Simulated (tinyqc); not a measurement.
Inside a calculation. Model: wafer bonding and layer transfer: bond energy, gap closing, particles, bonding of dissimilar wafers and hydrogen blisters. Computed by tinyqc, a small Python program that keeps every step. Command: `OMP_NUM_THREADS=1 python tinyqc.py 3009335 3009336 out.jsonl bond walk`. One thread of a shared host (Intel(R) Xeon(R) Processor @ 2.30GHz), about 0.01 s of CPU time with the checks. Intermediate numbers are printed to about 6 digits and carried at full precision; extremes and crossings named in words are read from the listed rows.

gamma is the energy per area of each of the two surfaces; plates are isotropic.

Inputs (values chosen for the exercise, with wafer 1 close to silicon):
```
quantity                                      value        unit
Young's modulus E1                              167         GPa
Young's modulus E2                             98.9         GPa
Poisson ratio nu                               0.29           -
thickness t1                                    725  micrometre
thickness t2                                    200  micrometre
blade thickness t_b                              80  micrometre
crack length L                                 6.46          mm
particle radius h                             0.038  micrometre
radius of a shallow gap R                     0.051          mm
half height of the gap h_g                     0.61          nm
expansion mismatch alpha_2 - alpha_1            2.9      1e-6/K
heating dT                                      200           K
implant depth d                                 1.2  micrometre
hydrogen dose                                   9.7   1e16/cm^2
share of the dose released as H2               0.32           -
surface energy of the weakened plane gamma_s   0.69       J/m^2
anneal temperature T                            600           K
```

Pair: two different wafers.

Constants: k_B = 1.380649e-23 J/K.

## Bond energy from the blade test

Two cantilevers opened by t_b: gamma = 3 t_b^2 E1 t1^3 E2 t2^3/(16 L^4 (E1 t1^3 + E2 t2^3)).

bond energy gamma = 0.538482 J/m^2

An error of 5 % in L changes gamma by about 20 %. This is the level of partly covalent bonding. Caution: the crack is short against the thickness, so root rotation and shear add to the beam formula.

## Does a shallow gap close?

E' = E1/(1 - nu^2), equal wafers of thickness t1 assumed. A gap of radius R closes if h_g < h_c: h_c = R^2/sqrt((2/3) E' t1^3/gamma) for R > 2 t1 (plate bending), h_c = 3.6 sqrt(R gamma/E') for R < 2 t1 (local deformation).

closable height h_c = 44.1814 nm

h_g/h_c = 0.0138067

The gap closes.

## Void around a particle

E' = E1/(1 - nu^2), equal wafers assumed. Void radius in the plate regime: R_v = [(2/3) E' t1^3/gamma]^(1/4) h^(1/2). Below h_crit = 5 sqrt(t1 gamma/E') the wafers deform locally and R_v is of the order of h (taken as h).

critical particle radius = 0.231361 micrometre

void radius = 0.038 micrometre

The particle is small enough to be embedded.

## Heating a pair with different expansion

M = E/(1 - nu), misfit e = (alpha_2 - alpha_1) dT. Curvature k = 6 M1 M2 t1 t2 (t1 + t2) e/[M1^2 t1^4 + M2^2 t2^4 + 2 M1 M2 t1 t2 (2 t1^2 + 3 t1 t2 + 2 t2^2)]; force per width F = k (M1 t1^3 + M2 t2^3)/(6 (t1 + t2)); at the interface s1 = F/t1 + M1 k t1/2, s2 = -F/t2 - M2 k t2/2; stored biaxial energy U = F^2 [1/(M1 t1) + 1/(M2 t2)] + k^2 (M1 t1^3 + M2 t2^3)/12; the pair can part when U > 2 gamma.

curvature = 0.506416 1/m

force per width = 8.28043 kN/m

stress in wafer 1 at the interface = 54.6004 MPa

stress in wafer 2 at the interface = -48.4563 MPa

stored energy U = 4.80265 J/m^2

largest dT for this gamma = 94.7088 K

U exceeds 2 gamma: the pair can debond; the bond strengthens on heating, so slow ramps or thinning one wafer first help. Caution: on a wafer of 100 mm the sag k R^2/2 would exceed half the thickness of the pair, beyond the small-deflection theory: the plate stiffens.

## Blistering after hydrogen implantation

A flat crack of radius r under a layer of thickness d, as a clamped plate: centre height w = 3 p r^4/(16 E' d^3), volume pi r^2 w/3, energy release G = 3 p^2 r^4/(32 E' d^3), E' = E1/(1 - nu^2). It grows when G = 2 gamma_s. The gas comes from the area pi r^2: p V = (dose x share/2) pi r^2 k_B T, and G = p w/2 = (3/2) N k_B T with N the H2 molecules per area. Share needed: G = 2 gamma_s. The pressure and height at growth are given for r = 10 d.

energy release G = 1.92849 J/m^2

share of the dose needed = 0.228987

pressure at growth = 14.9554 MPa

height at growth = 184.549 nm

The released gas suffices: cracks grow, as blisters under a free surface or as a split under a bonded stiffener. In this plate limit G depends on neither r nor d.

## Closable height against the size of the gap

The formulas are those given above.

Gap closing:
```
R (mm)    regime     h_c (nm)  slope h_c/R
1.00e-04   local  1.95638e+00    0.0195638
1.00e-03   local  6.18663e+00    0.0061866
1.00e-02   local  1.95638e+01    0.0019564
1.00e-01   local  6.18663e+01    0.0006187
5.00e-01   local  1.38337e+02    0.0002767
2.00e+00   plate  4.31271e+02    0.0002156
5.00e+00   plate  2.69544e+03    0.0005391
2.00e+01   plate  4.31271e+04    0.0021564
5.00e+01   plate  2.69544e+05    0.0053909
```

Roughness of 100 nm scale may be 2.0 nm in half height, waviness of radius 5 cm as much as 270 micrometre: h_c goes as R^(1/2) when the wafer deforms locally and as R^2 when it bends. The allowed slope is least near R = 2 t1, so defects about 4 t1 wide are the hardest to close; bow matters little.

Checks made by the program: gamma against the derivative of the beam energy (relative difference below 1e-10).
